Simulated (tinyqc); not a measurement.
Finnis-Sinclair potential for a bcc metal: fit to cohesion and elasticity, then vacancy, surfaces and structure. From vacancy energy E_v back to density cut-off d/a. Computed by tinyqc, a small Python program. Command: `OMP_NUM_THREADS=1 python tinyqc.py 3110665 3110666 out.jsonl fsfit inv`. One thread of a shared host (Intel(R) Xeon(R) Processor @ 2.30GHz), about 0.02 s of CPU time with the checks.

E = (1/2) sum V(r) - A sqrt(rho), rho = sum phi(r), phi = (r - d)^2 for r < d, V = (r - c)^2 (c0 + c1 r + c2 r^2) for r < c. In bcc the 8 first neighbours lie at sqrt(3) a/2 and the 6 second at a; both cut-offs lie below the third shell; Omega = a^3/2; E is per atom and z the number of atoms in a shell. The four constants A, c0, c1, c2 are fitted to E_c, zero pressure, B and C12 - C44 alone, so C44 and C11 - C12 are not matched singly; defects are unrelaxed.

Inputs (values chosen for the exercise, modelled on vanadium):
```
quantity             value      unit
lattice constant a    3.04  angstrom
cohesive energy E_c   5.37        eV
target C11             234       GPa
target C12             120       GPa
target C44            42.5       GPa
pair cut-off c/a     1.268         -
```

Constants: 1 eV/angstrom^3 = 160.2176634 GPa.

Method:
- rho = sum z phi, rho1 = sum z r phi', rho2 = sum z r^2 phi''. At zero pressure the effective pair part V + 2 F' phi obeys C12 = C44, so C12 - C44 = F'' (rho1/3)^2/Omega with F'' = A/(4 rho^(3/2)); this gives A.
- With v_k = (r - c)^2 r^k the rows are (1/2) sum z v_k, (1/2) sum z r v_k' and (1/2) sum z r^2 v_k''. With rho1 = sum z r phi' and rho2 = sum z r^2 phi'' the right-hand sides are: -E_c + A sqrt(rho) (cohesion); A rho1/(2 sqrt(rho)) (zero pressure); 9 B Omega + A [rho2/(2 sqrt(rho)) - rho1^2/(4 rho^(3/2))] with B = (C11 + 2 C12)/3.
- Solve the three equations.
- E_v = -A sum_shells z [sqrt(rho - phi(r)) - sqrt(rho)] - (1/2) sum z V(r): the neighbours lose one bond each, and the atom is put back in the bulk.

Task: A run gave the result below. Find the density cut-off d/a, known to lie between 1.1 and 1.3.

vacancy energy E_v = 3.333209 eV

Result:

Each step takes the trial c = (a f_b - b f_a)/(f_b - f_a), f being the result less the target and a, b, c the logarithms of the listed values; c replaces end b, the old b replaces a if the sign of f changed, and otherwise f_a is halved.

Scan of the range:
```
density cut-off d/a  vacancy energy E_v (eV)
1.10                                 3.87332
1.13                                 3.46786
1.16                                 2.99604
1.20                                 2.26577
1.23                                 1.64297
1.26                                 0.95615
1.30                                -0.05883
```

False position (Illinois rule, in the logarithm of the input) inside the bracket:
```
step    end a    end b    trial  vacancy energy E_v (eV)
1     1.13000  1.16000  1.13848                  3.34113
2     1.16000  1.13848  1.13897                  3.33366
3     1.16000  1.13897  1.13903                  3.33281
4     1.13897  1.13903  1.13900                  3.33321
5     1.13903  1.13900  1.13900                  3.33321
```

Vacancy energy E_v falls at every point of a 13-point scan of the range (every second point is shown), so one value fits; it is bracketed by 1.13 and 1.16. Answer: density cut-off d/a = 1.139.
